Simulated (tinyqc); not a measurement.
Thin-film transistor with exponential tail and deep states, accumulation layer: effect of the temperature.

An undoped film in accumulation, thicker than the space-charge layer. With band bending psi the Fermi level lies E0 - psi below the band edge. Free electrons n = n0 exp(psi/Vt) carry the current; electrons in two exponential distributions of traps, a = a0 exp(psi/Va) and d = d0 exp(psi/Vp), do not. Linear regime, ohmic contacts, traps in equilibrium.

Va = kB Tt/q, Vp = kB Td/q; n0 = Nc exp(-E0/Vt), a0 = Nt th(T/Tt) exp(-E0/Va), d0 = Nd th(T/Td) exp(-E0/Vp), th(x) = pi x/sin(pi x). G(psi) = sum over the three kinds of c0 [V (exp(psi/V) - 1) - psi], field F = sqrt(2 q G/(eps0 eps_r)); Vg = psi + eps0 eps_r F/Ci at the surface. Total charge Q = Ci (Vg - psi_s); free charge Qf = q times the integral of n0 (exp(psi/Vt) - 1)/F over psi from 0 to psi_s; I = (W/L) mb Qf Vd; effective mobility mb Qf/Q. Nc, E0 and mb are held fixed.

Parameters, values chosen for the exercise; values close to those of amorphous silicon:
- eps_r = 11.8 (relative permittivity of the semiconductor)
- Nc = 5.8e19 cm^-3 (density of extended states)
- mb = 8 cm^2/(V s) (band mobility)
- Nt = 9.9e19 cm^-3 (total density of tail states)
- Tt = 310 K (characteristic temperature of the tail)
- Nd = 5e17 cm^-3 (total density of deep states)
- Td = 990 K (characteristic temperature of the deep states)
- E0 = 0.51 eV (bulk Fermi level below the band edge)
- Ci = 35 nF/cm^2 (gate capacitance)
- WL = 5 (ratio W/L)
- Vd = 0.2 V (drain voltage)
- Vg = 7.6 V (gate voltage above flat band)

Constants: q = 1.602176634e-19 C, kB = 1.380649e-23 J/K, Vt = kB T/q, eps0 = 8.8541878128e-14 F/cm where lengths are in cm. Results are converted to the units shown.

Effect of the temperature:
```
T (K)  E0 - psi_s (eV)  Q (nC/cm^2)  free share (%)  effective mobility (cm^2/(V s))  I (nA)
160            0.08606        251.2          0.5409                          0.04327   10.87
180            0.09009        251.3          0.9745                          0.07796   19.59
200            0.09498        251.5           1.514                           0.1211   30.47
220             0.1010        251.7           2.087                           0.1670   42.03
240             0.1084        251.9           2.578                           0.2062   51.96
260             0.1182        252.3           2.818                           0.2254   56.87
280             0.1326        252.8           2.551                           0.2041   51.59
300             0.1623        253.8           1.320                           0.1056   26.81
```

What does the table show?

As T goes from 160 to 300 K, the free share goes from 0.541 through a maximum of 2.82 (at T = 260 K among the rows listed) to 1.32 %, the distance of the Fermi level from the edge rises from 0.0861 to 0.162 eV and the current goes from 10.9 through a maximum of 56.9 (at T = 260 K among the rows listed) to 26.8 nA. The apparent activation energy between the first two rows is 0.0731 eV, against E0 - psi_s = 0.0861 eV there. For T = 260 to 300 K T is close to Tt, where the factor th overstates the trapped charge. For T = 220 to 300 K the th form, which assumes a Fermi level far below the edge, overcounts the filled tail at the surface by more than 15 %.

Program tinyqc, `OMP_NUM_THREADS=1 python tinyqc.py 2610014 2610015 out.jsonl`; Intel Xeon 2.30GHz, shared host, one thread, about 0.02 s.
